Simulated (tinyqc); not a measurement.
Effective-mass impurity with a central-cell term, in a basis of Slater functions: one step, computed by the program tinyqc.

The envelope obeys H = -nabla^2 - (2/r) [Z + A exp(-kappa r)] in effective units, with kappa = a*/lambda; positive A deepens the well near the core.

Question. Generalised eigenproblem. (T + V + W) c = E S c with c^T S c = 1 and the largest component positive.

Impurity: donor, one isotropic band.

kinetic T (Ry*):
```
[[0.16, 0.3117691],
 [0.3117691, 1.44]]
```

Coulomb V (Ry*):
```
[[-0.8, -1.039230],
 [-1.039230, -2.4]]
```

central cell W (Ry*):
```
[[-9.805627e-04, -0.005030637],
 [-0.005030637, -0.02581104]]
```

overlap S:
```
[[1.000000, 0.649519],
 [0.649519, 1.000000]]
```

Give: two lowest levels; coefficients of the lowest state; <T>; <W>.

Answer.

two lowest levels (Ry*): [-1.004, -0.164]

coefficients of the lowest state: [0.1920, 0.8646]

<T> = 1.186 Ry*

<W> = -0.02100 Ry*
